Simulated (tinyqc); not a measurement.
k.p theory built from an empirical-pseudopotential calculation at Gamma: sweeps and comparisons. A value that a table varies takes the place of the one given here.

Empirical pseudopotential on the fcc lattice, atoms at +/- tau, tau = a (1,1,1)/8, no spin-orbit coupling. H(G,G') = c (2 pi/a)^2 |k + G|^2 delta + VS(q) cos(q.tau) + i VA(q) sin(q.tau), q = G - G', c = hbar^2/2m0; k and G in units of 2 pi/a; VS at |q|^2 = 3, 8, 11 and VA at 3, 4, 11, in rydberg, zero elsewhere. The basis is fixed: all 65 G with |G|^2 up to Gcut. Energies are counted from the fourth level at Gamma.

k.p in the lowest n states at Gamma: H_nm = (E_n + c k^2) delta + 2 c k.<n|G|m>, k in 1/angstrom; with all states of the basis it is exact.

Empirical pseudopotential on the fcc lattice, atoms at +/- tau, tau = a (1,1,1)/8, no spin-orbit coupling. H(G,G') = c (2 pi/a)^2 |k + G|^2 delta + VS(q) cos(q.tau) + i VA(q) sin(q.tau), q = G - G', c = hbar^2/2m0; k and G in units of 2 pi/a; VS at |q|^2 = 3, 8, 11 and VA at 3, 4, 11, in rydberg, zero elsewhere. The basis holds all G with |G|^2 up to a cut-off. Energies are counted from the fourth level at Gamma.

For a multiplet A of d_A states, W(B) = (4 c/(3 d_A)) sum over n in A, m in B and i = x, y, z of |<n|G_i|m>|^2 (G in 1/angstrom, <n|G_i|m> = sum_G c_n(G)* G_i c_m(G)); the mean inverse mass of A is 1 + sum_B W(B)/(E_A - E_B). Multiplets with W = 0 are left out.

Valence parameters: D(u) = c + 4 c^2 sum_m <n|u.G|m><m|u.G|n'>/(0 - E_m) on the valence triplet, in units of c, has eigenvalues L, M, M along [100] and (L + 2M + 2N)/3, (L + 2M - N)/3 twice along [111]; g1 = -(L + 2M)/3, g2 = -(L - M)/6, g3 = -N/6.

Constants: hbar^2/2m0 = 3.80998211 eV angstrom^2; Ry = 13.60569312 eV.

Parameters, chosen for this exercise (near those of Si; the results hold for these values, not for the real material):
- a = 5.444 angstrom (lattice constant)
- VS = (-0.204, 0.039, 0.081) Ry (symmetric form factors)
- VA = (0, 0, 0) Ry (antisymmetric form factors)
- Gcut = 16 (2 pi/a)^2 (largest |G|^2 of the fixed basis)
- VS3 = -0.204 Ry
- VS8 = 0.039 Ry
- VS11 = 0.081 Ry
- VA3 = 0 Ry
- VA4 = 0 Ry
- VA11 = 0 Ry

## How many bands a k.p model needs: band 5 from Gamma to K

Band 5 (counted from below) at k = f (0.75, 0.75, 0) 2 pi/a; n ends on whole multiplets.

Energies (eV):

| f | n = 8 | n = 15 | n = 27 | n = 65 (exact) |
|---|---|---|---|---|
| 0.000 | 3.301 | 3.301 | 3.301 | 3.301 |
| 0.125 | 3.390 | 3.345 | 3.343 | 3.342 |
| 0.250 | 3.658 | 3.544 | 3.535 | 3.531 |
| 0.375 | 4.104 | 3.763 | 3.761 | 3.754 |
| 0.500 | 4.728 | 3.544 | 3.542 | 3.530 |
| 0.625 | 5.531 | 3.030 | 3.027 | 3.006 |
| 0.750 | 6.513 | 2.426 | 2.422 | 2.390 |
| 0.875 | 7.672 | 1.875 | 1.869 | 1.822 |
| 1.000 | 9.011 | 1.436 | 1.429 | 1.364 |

What can be read from the table?

With n = 8 the band stays within 0.05 eV of the exact one up to f = 0.125 (error at K: +7.646 eV). With n = 15 the band stays within 0.05 eV of the exact one up to f = 0.750 (error at K: +0.072 eV). With n = 27 the band stays within 0.05 eV of the exact one up to f = 0.875 (error at K: +0.064 eV). A smaller basis can only raise a level. The exact band has its minimum on these points at f = 1.000; n = 8 puts it at f = 0.000.

## Convergence with the plane-wave basis

E_s is the lowest empty singlet, Ep its W to the valence triplet, m its mass.

Results:

| cut-off | plane waves | E_s (eV) | Ep (eV) | m (m0) | g1 | g2 | g3 |
|---|---|---|---|---|---|---|---|
| 8 | 27 | 3.930 | 21.31 | 0.1562 | 4.41 | 0.39 | 1.54 |
| 11 | 51 | 4.007 | 21.17 | 0.1598 | 4.32 | 0.44 | 1.46 |
| 12 | 59 | 3.978 | 21.15 | 0.1589 | 4.46 | 0.41 | 1.50 |
| 16 | 65 | 3.978 | 21.15 | 0.1589 | 4.50 | 0.40 | 1.51 |
| 19 | 89 | 3.959 | 21.22 | 0.1579 | 4.48 | 0.42 | 1.51 |
| 20 | 113 | 3.926 | 21.27 | 0.1565 | 4.47 | 0.43 | 1.51 |
| 24 | 137 | 3.928 | 21.27 | 0.1565 | 4.48 | 0.43 | 1.52 |

What can be read from the table?

Against the last row, E_s errs most, by +0.078 eV, at cut-off 11, and by -0.002 eV in the last row but one. Ep varies by 0.7 % over the table and m by 2.3 %: the mass, near E_s/Ep, inherits the errors of both. Local form factors fix the converged values only roughly. The gap is a difference of two levels, so it need not converge steadily, and here it does not.

## What each form factor does (empirical-pseudopotential levels)

Lowest empty singlet and triplet at Gamma and the valence width there (fixed basis); lowest empty level at X = (1,0,0) and L = (1/2,1/2,1/2) from the valence top, these levels and that top with all |k + G|^2 up to 21. Singlet and triplet count orbital degeneracy. VS3 is VS at |q|^2 = 3, and so on. The row for a keeps the form factors fixed, so it is no model of a real expansion, which changes them too. Each row changes one parameter from the base and keeps the others.

Results:

| case | singlet (eV) | triplet (eV) | X (eV) | L (eV) | width (eV) |
|---|---|---|---|---|---|
| base | 3.978 | 3.301 | 0.835 | 1.846 | 12.688 |
| a = 5.498 angstrom | 3.993 | 3.325 | 0.965 | 1.916 | 12.386 |
| VS3 = -0.194 Ry | 4.032 | 3.157 | 0.588 | 1.751 | 12.746 |
| VS8 = 0.049 Ry | 4.459 | 3.243 | 0.920 | 2.073 | 12.621 |
| VS11 = 0.091 Ry | 4.474 | 3.527 | 1.095 | 2.160 | 12.525 |
| VA3 = 0.03 Ry | 4.012 | 3.322 | 0.571 | 1.837 | 12.691 |
| VA4 = 0.03 Ry | 3.818 | 3.385 | 0.377 | 1.887 | 12.677 |
| VA11 = 0.03 Ry | 3.830 | 3.262 | 0.560 | 1.787 | 12.703 |

How do the results move?

The largest shifts from the base row, up to three for each result and ties (the steps differ in size, so this ranks the rows, not the parameters). singlet (eV): VS11 +0.496, VS8 +0.482, VA4 -0.160. triplet (eV): VS11 +0.226, VS3 -0.144, VA4 +0.084. X (eV): VA4 -0.459, VA11 -0.275, VA3 -0.265. L (eV): VS11 +0.315, VS8 +0.228, VS3 -0.095. width (eV): a -0.302, VS11 -0.163, VS8 -0.067. In a diamond crystal a small VA enters the levels at Gamma and L only in second order, by symmetry, but splits the degenerate pair at X in first order.

tinyqc: `OMP_NUM_THREADS=1 python tinyqc.py 1050883 1050884 out.jsonl`; about 0.4 s, one thread, shared Intel(R) Xeon(R) Processor @ 2.30GHz.
